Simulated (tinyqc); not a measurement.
Inside a calculation. Method: plane-wave Kohn-Sham cycle with exchange-only LDA in a layered model solid. One step of it, computed by the program tinyqc.

Problem. Iteration 1: potential. V_H(G) = 4 pi rho(G)/G^2 for G != 0 (uniform background); v_x = -(3 rho/pi)^(1/3); V = V_ext + V_H + v_x; Fourier components f(G_m) = (1/N) sum_j f(x_j) exp(-i G_m x_j).

A solid whose potential varies along x alone (atomic units):
```
parameter                      value
period a                   14.200000
cross-section of the cell  22.000000
electrons per cell                 2
grid points                       16
plane waves -n..n, n               2
k points                           1
V1 in V1 cos(2 pi x/a)     -0.700000
```

density at the start, on the grid x_j = j a/N (e/bohr^3): [0.00640205, 0.00640205, 0.00640205, 0.00640205, 0.00640205, 0.00640205, 0.00640205, 0.00640205, 0.00640205, 0.00640205, 0.00640205, 0.00640205, 0.00640205, 0.00640205, 0.00640205, 0.00640205]

Give: Potentials on the grid; V(G_m), m = 0, 1, 2, ....

Solution.

Potentials on the grid (hartree):
```
x        V_ext    V_H     v_x       V
0.000   -0.700  0.000  -0.183  -0.883
0.887   -0.647  0.000  -0.183  -0.830
1.775   -0.495  0.000  -0.183  -0.678
2.663   -0.268  0.000  -0.183  -0.451
3.550        0  0.000  -0.183  -0.183
4.438    0.268  0.000  -0.183   0.085
5.325    0.495  0.000  -0.183   0.312
6.213    0.647  0.000  -0.183   0.464
7.100    0.700  0.000  -0.183   0.517
7.987    0.647  0.000  -0.183   0.464
8.875    0.495  0.000  -0.183   0.312
9.762    0.268  0.000  -0.183   0.085
10.650       0  0.000  -0.183  -0.183
11.537  -0.268  0.000  -0.183  -0.451
12.425  -0.495  0.000  -0.183  -0.678
13.312  -0.647  0.000  -0.183  -0.830
```

V(G_m), m = 0, 1, 2, ... (hartree): [-0.183, -0.350, 0.000, 0.000, 0.000]
